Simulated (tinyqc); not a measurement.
From results back to parameters: Kane-Mele model of a buckled honeycomb layer in a normal field. Three cases, with inputs chosen for the exercise.

Problem. The gaps of the two spins at a valley are 2|D - lam| and 2 (D + lam), where 2 lam is the gap at zero field and D = e b Ez > 0. The layer is known to be a quantum spin Hall insulator. The gaps come from hidden lam and Ez.

Find: lam; Ez.

Method. A quarter of the sum is the larger of D and lam, a quarter of the difference the smaller; the gaps alone cannot say which is which. Here lam > D.

Case 1.

Values chosen (out of a larger set: of the size used for stanene; not measured data): b = 0.42 angstrom (half the buckling height).

gaps (meV): 159.2000  360.8000

Solution.

lam = 130.00 meV
Ez = 0.120 V/angstrom

Case 2.

Values chosen (out of a larger set: of the size used for stanene; not measured data): b = 0.38 angstrom (half the buckling height).

gaps (meV): 59.6000  500.4000

Solution.

lam = 140.00 meV
Ez = 0.290 V/angstrom

Case 3.

Values chosen (out of a larger set: of the size used for silicene; not measured data): b = 0.21 angstrom (half the buckling height).

gaps (meV): 3.3560  10.2440

Solution.

lam = 3.40 meV
Ez = 0.00820 V/angstrom

Computed by tinyqc, one run a case: `OMP_NUM_THREADS=1 python tinyqc.py N N+1 out.jsonl` with N = 1450620, 1450699, 1450732; one thread of a shared Intel(R) Xeon(R) Processor @ 2.30GHz, about 0.01 s a run at most.
